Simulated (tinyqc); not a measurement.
Solubility, supersaturation, precipitation and gettering of an impurity in a silicon-like host. Changing the anneal time t. Computed by tinyqc, a small Python program. Command: `OMP_NUM_THREADS=1 python tinyqc.py 3020895 3020896 out.jsonl ripen sweep`. One thread of a shared host (Intel(R) Xeon(R) Processor @ 2.30GHz), about 0.01 s of CPU time with the checks.

The wafer was saturated at T1 and is then held at T.

Inputs (values chosen for the exercise, for a model impurity):
```
quantity                                   value    unit
site density N0                            5e+22  1/cm^3
enthalpy of solution H                       2.6      eV
entropy of solution S                        4.5     k_B
diffusion prefactor D0                   0.00066  cm^2/s
migration energy Q                         0.787      eV
temperature of saturation T1                1475       K
anneal temperature T                        1061       K
sink density n                           1.6e+10  1/cm^3
initial sink radius r0                       6.4      nm
impurity density in the precipitate C_p  5.4e+22  1/cm^3
interface energy gamma                      0.69   J/m^2
```

Constants: k_B = 8.617333262e-05 eV/K; k_B = 1.380649e-23 J/K.

Method:
- C_eq(T) = N0 exp(S/k_B - H/(k_B T)); D(T) = D0 exp(-Q/(k_B T)); C0 = C_eq(T1). Supersaturation s = C0/C_eq(T); critical radius r* = 2 gamma/(C_p k_B T ln s); barrier W* = (4 pi/3) gamma r*^2. Strain energy is left out.
- tau0 = 1/(4 pi n r0 D); C_fixed(t) = C_eq + (C0 - C_eq) exp(-t/tau0). If all excess precipitates, the final radius is r_f = [r0^3 + 3 (C0 - C_eq)/(4 pi n C_p)]^(1/3), with tau_f = 1/(4 pi n r_f D).
- Growing sinks: with y = r/r_f and y0 = r0/r_f, dy/dt = (1 - y^3)/(3 tau_f y), which integrates to t/tau_f = F(y) - F(y0), F(y) = (1/2) ln[(1 + y + y^2)/(1 - y)^2] - sqrt(3) arctan[(2y + 1)/sqrt(3)]; the share of the excess left is (1 - y^3)/(1 - y0^3), and C(t) = C_eq + (C0 - C_eq) x share.

One run for each value:
```
anneal time t (s)  radius at t (nm)  share of the excess left  C(t) with growing sinks (1/cm^3)  C_fixed(t) (1/cm^3)
0.097                         6.420                9.9849e-01                        5.8744e+15           5.8744e+15
0.3                           6.461                9.9533e-01                        5.8558e+15           5.8560e+15
0.96                          6.593                9.8499e-01                        5.7950e+15           5.7963e+15
3                             6.975                9.5248e-01                        5.6038e+15           5.6158e+15
9.4                           7.987                8.4782e-01                        4.9882e+15           5.0851e+15
30                           10.047                5.3728e-01                        3.1619e+15           3.6944e+15
93                           12.010                9.5304e-02                        5.6252e+14           1.3913e+15
290                          12.357                2.6794e-04                        3.5860e+12           6.7366e+13
920                          12.358                1.7016e-12                        2.0101e+12           2.0139e+12
2900                         12.358                2.9386e-38                        2.0101e+12           2.0101e+12
```

Over the rows, radius at t (nm) rises from 6.42 to 12.4, flat over part of the range; share of the excess left falls from 0.998 to 2.94e-38 (exponent d ln y / d ln x -0.0028 between the first rows and -52 between the last); C(t) with growing sinks (1/cm^3) falls from 5.87e15 to 2.01e12. At the low end the exponent of radius at t is 0.01, close to 0: not yet started, or complete.

Caution (all rows): the barrier to homogeneous nucleation is below 35 k_B T for these inputs, so new precipitates would form and outnumber the fixed sinks assumed here.
